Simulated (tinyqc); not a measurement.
MOSFET with velocity saturation and source resistance: two steps of the calculation.

Strong inversion, charge Q = Cox (Vg - m V) at channel potential V with Vg the gate overdrive, and drift velocity v = mu E/(1 + mu E/vsat). Integrating along the channel gives I = mu Cox (1/L)(Vg Vd - m Vd^2/2)/(1 + Vd/Vc) per width, Vc = vsat L/mu, which peaks at Vdsat. Units: I in uA/um, Rs in ohm um, so the drop over Rs is 1e-6 I Rs volts.

Parameters, values chosen for the exercise: gate capacitance Cox = 2.3 uF/cm^2; mobility at low gate voltage mu0 = 550 cm^2/(V s); mobility degradation th = 0.6 1/V; saturation velocity vsat = 1.1e7 cm/s; body factor m = 1.39; threshold VT = 0.26 V; channel length L = 0.25 um; source resistance Rs = 100 ohm um; gate voltage Vgs = 1 V.

Problem 1. Saturation without source resistance. Vg = Vgs - VT (0 if negative), mu = mu0/(1 + th Vg), Vc = vsat L/mu, x = sqrt(1 + 2 Vg/(m Vc)), Vdsat = 2 Vg/(m (1 + x)), Isat = Cox vsat Vg (x - 1)/(x + 1) per width. Long-channel limit: mu Cox Vg^2/(2 m L); short-channel limit: Cox vsat Vg.

Wanted: Vg; mu; Vc; Vdsat; Isat; long-channel limit; short-channel limit.

Solution 1.

Vg = 0.74000 V
mu = 380.89 cm^2/(V s)
Vc = 0.72200 V
Vdsat = 0.41380 V
Isat = 417.00 uA/um
long-channel limit = 690.24 uA/um
short-channel limit = 1872.2 uA/um

Problem 2. Saturation current with source resistance. Vg = Vgs - I Rs - VT (0 if negative), mu = mu0/(1 + th Vg), Vc = vsat L/mu, x = sqrt(1 + 2 Vg/(m Vc)), Vdsat = 2 Vg/(m (1 + x)), Isat = Cox vsat Vg (x - 1)/(x + 1) per width. I(new) = Isat.

I at the start = 0 uA/um

Give: Vg; mu; Vc; Vdsat; Isat; I after iteration 1.

Solution 2.

Vg = 0.74000 V
mu = 380.89 cm^2/(V s)
Vc = 0.72200 V
Vdsat = 0.41380 V
Isat = 417.00 uA/um
I after iteration 1 = 417.00 uA/um

Program tinyqc, `OMP_NUM_THREADS=1 python tinyqc.py 2500143 2500144 out.jsonl`; Intel Xeon 2.30GHz, shared host, one thread, about 0.01 s.
